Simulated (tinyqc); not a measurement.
From one set of inputs to another, one input at a time: dopants and charged point defects at anneal temperature: Fermi-level effect, clustering and pairing. Computed by tinyqc, a small Python program. Command: `OMP_NUM_THREADS=1 python tinyqc.py 3015430 3015431 out.jsonl pairing ladder`. One thread of a shared host (Intel(R) Xeon(R) Processor @ 2.30GHz), about 0.01 s of CPU time with the checks.

Boltzmann statistics and full ionisation of active dopants. Energies are counted from the valence band; the defect (a vacancy or self-interstitial) has five charge states, with all degeneracy factors one.

The inputs printed are set A. Inputs not listed in the table keep their values of set A, so the rows need not describe a real material.

Inputs (values chosen for the exercise, with bands modelled on germanium):

| quantity | value | unit |
|---|---|---|
| gap at 0 K E_g0 | 0.752 | eV |
| Varshni alpha | 0.000492 | eV/K |
| Varshni beta | 244 | K |
| electron mass m_e | 0.224 | m_0 |
| valleys M_c | 4 | - |
| hole mass m_h | 0.34 | m_0 |
| anneal temperature T | 880 | K |
| total dopant density N | 4.7e+20 | cm^-3 |
| formation enthalpy of the neutral defect H_f | 2.87 | eV |
| formation entropy S_f | 7.7 | k_B |
| site density N_s | 4.4e+22 | cm^-3 |
| pair binding energy E_b | 0.75 | eV |
| pair configurations Z | 4 | - |
| storage temperature T_2 | 300 | K |
| impurity diffusion prefactor D_0 | 0.0042 | cm^2/s |
| impurity migration energy E_m | 0.71 | eV |
| dielectric constant eps | 16.6 | - |
| active dopant density in the stored part N_2 | 5.4e+14 | cm^-3 |

Dopant: donor. Second part: pairing with a mobile impurity.

defect levels as fractions of E_g(T): (2+/+), (+/0), (0/-), (-/2-): 0.14  0.12  0.56  0.92

Constants: m_0 = 9.1093837015e-31 kg; k_B = 1.380649e-23 J/K; h = 6.62607015e-34 J s; k_B = 8.617333262e-05 eV/K; e^2/(4 pi eps_0) = 14.39964548 eV angstrom.

Method:
- E_g = E_g0 - alpha T^2/(T + beta).
- N_c = 2 M_c (2 pi m_e k_B T/h^2)^(3/2) and N_v = 2 (2 pi m_h k_B T/h^2)^(3/2), masses in units of m_0.
- n_i = sqrt(N_c N_v) exp(-E_g/2 k_B T); E_i = E_g/2 + (k_B T/2) ln(N_v/N_c).
- No clustering: A = N.
- n = A/2 + sqrt(A^2/4 + n_i^2) for an active density A.
- chi = n/n_i (for acceptors n_i/p); E_F = E_i + k_B T ln chi; field enhancement h = 1 + A/sqrt(A^2 + 4 n_i^2).
- C_0 = N_s exp(S_f/k_B) exp(-H_f/k_B T). Ratios to the neutral state at E_F = E_i: r_+ = exp((E(+/0) - E_i)/k_B T), r_2+ = r_+ exp((E(2+/+) - E_i)/k_B T), r_- = exp((E_i - E(0/-))/k_B T), r_2- = r_- exp((E_i - E(-/2-))/k_B T); at other E_F state q scales as chi^(-q). The enhancement is sum r_q chi^(-q)/sum r_q. The charge on the defects is left out of neutrality.
- An oppositely charged mobile impurity (density M) pairs with the dopant: pairs/free = Z (N_2/N_s) exp(E_b/k_B T_2) for M << N_2; capture radius R = e^2/(4 pi eps eps_0 k_B T_2); D_m = D_0 exp(-E_m/k_B T_2); association rate 4 pi R D_m N_2; dissociation rate = association rate/(pairs/free); tau = 1/(sum of both).
- Trapping slows long-range motion to D_m/(1 + pairs/free).

Each row keeps all changes above it:

| input moved | from | to | enhancement over intrinsic | pairing time constant (s) | paired share |
|---|---|---|---|---|---|
| set A | - | - | 805.84 | 8.8485e+04 | 0.99999 |
| total dopant density N (cm^-3) | 4.7e+20 | 1.7e+19 | 3.64 | 8.8485e+04 | 0.99999 |
| active dopant density in the stored part N_2 (cm^-3) | 5.4e+14 | 2.2e+14 | 3.64 | 2.1719e+05 | 0.99999 |
| formation enthalpy of the neutral defect H_f (eV) | 2.87 | 2.56 | 3.64 | 2.1719e+05 | 0.99999 |
| storage temperature T_2 (K) | 300 | 360 | 3.64 | 2.6756e+03 | 0.99842 |
| impurity migration energy E_m (eV) | 0.71 | 0.66 | 3.64 | 5.3390e+02 | 0.99842 |
| pair binding energy E_b (eV) | 0.75 | 0.99 | 3.64 | 5.3474e+02 | 1.00000 |
| gap at 0 K E_g0 (eV) | 0.752 | 1.42 | 259.69 | 5.3474e+02 | 1.00000 |

Which inputs carry the difference?

Enhancement over intrinsic goes from 806 to 260, a factor 0.322 in all. The largest single move comes from total dopant density N (a factor 0.00452), and gap at 0 K E_g0 works against it (a factor 71.3). Pairing time constant goes from 88500 to 535, a factor 0.00604 in all. The largest single move comes from storage temperature T_2 (a factor 0.0123), and active dopant density in the stored part N_2 works against it (a factor 2.45). The single moves hold for this order of the switches; the total does not depend on the order.

Caution (rows set A): the carrier density exceeds the effective density of states, where Boltzmann statistics understate the shift of E_F and so the density of charged defects (gap narrowing, also left out, works the other way).

Extremes, crossings and ranges named in words are read from the listed rows.
